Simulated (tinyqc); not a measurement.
Inside a calculation. Method: coherent transport through a tight-binding region between two chains. Computed by tinyqc, a small Python program that keeps every step. Settings: temperature = 77, mu = -0.06. Command: `OMP_NUM_THREADS=1 python tinyqc.py 21764 21765 out.jsonl` (the two numbers bound the seeds that draw the settings). One thread of a shared host (Intel(R) Xeon(R) Processor @ 2.60GHz), about 0.1 s of CPU time with the checks.

## Transmission at E = -0.79 eV

H of the central region (eV), lower triangle:
```
           1          2          3          4          5         6
1  -0.410000
2  -1.750000  -0.700000
3   0.000000  -1.750000   0.230000
4   0.000000   0.000000  -1.750000   0.050000
5   0.000000   0.000000   0.000000  -1.750000  -0.970000
6  -1.750000   0.000000   0.000000   0.000000  -1.750000  0.890000
```

Leads: semi-infinite chains with site energy 0:
```
parameter                           value
lead hopping t (eV)              2.100000
coupling to the left lead (eV)   1.360000
coupling to the right lead (eV)  0.870000
left contact site                       1
right contact site                      4
```

E = -0.790000 eV

Surface Green function g = (E - i sqrt(4 t^2 - E^2)) / (2 t^2); self-energy tc^2 g on each contact site; G = (E - H - Sigma)^(-1); Gamma = -2 Im Sigma; T = Gamma_L Gamma_R |G_LR|^2; local density of states -Im G_ii / pi.

g = -0.089569-0.467691i 1/eV

G (1/eV), lower triangle:
```
                     1                    2                    3                    4
1   0.233105-0.100765i
2   0.214935-0.034352i   0.094715-0.047276i
3  -0.222051+0.098999i   0.361364+0.031921i   0.240635-0.097357i
4  -0.344359+0.092054i   0.115909+0.065881i   0.350320-0.088666i   0.088278-0.117561i
5   0.088720+0.011279i  -0.296892-0.026297i  -0.103989-0.012632i   0.236281+0.018934i
6   0.335234-0.093215i  -0.085371-0.063176i  -0.339624+0.089966i  -0.112581+0.115613i

                    5                   6
5  0.212080-0.026809i
6  0.313333-0.016177i  0.080353-0.113949i
```

local density of states (1/eV): 0.032075  0.015048  0.030990  0.037421  0.008534  0.036271

transmission = 0.155630

## Transmission across the band

The same steps on a grid of energies.

T(E):
```
E (eV)              T
-3.99000000  0.406158
-3.59100000  0.185693
-3.19200000  0.183155
-2.79300000  0.381365
-2.39400000  0.681694
-1.99500000  0.007623
-1.59600000  0.676747
-1.19700000  0.268597
-0.79800000  0.156740
-0.39900000  0.125549
0.00000000   0.127268
0.39900000   0.163407
0.79800000   0.287605
1.19700000   0.744508
1.59600000   0.124583
1.99500000   0.467538
2.39400000   0.464532
2.79300000   0.210066
3.19200000   0.215505
3.59100000   0.716885
3.99000000   0.015595
```

levels of the isolated region (eV): -3.720498  -2.339161  -1.556504  1.229477  2.048646  3.428039

## Current

I = (2e/h) int T(E) [f(E - mu - V/2) - f(E - mu + V/2)] dE at 77 K with mu = -0.06 eV, the bias not changing H; 2e^2/h = 77.48092 microsiemens; the integral runs over the band on 4001 points.

Current:
```
V (volt)  I (microampere)
0.010000         0.097019
0.050000         0.485168
0.100000         0.970783
0.200000         1.945156
0.400000         3.919387
0.800000         8.083142
```
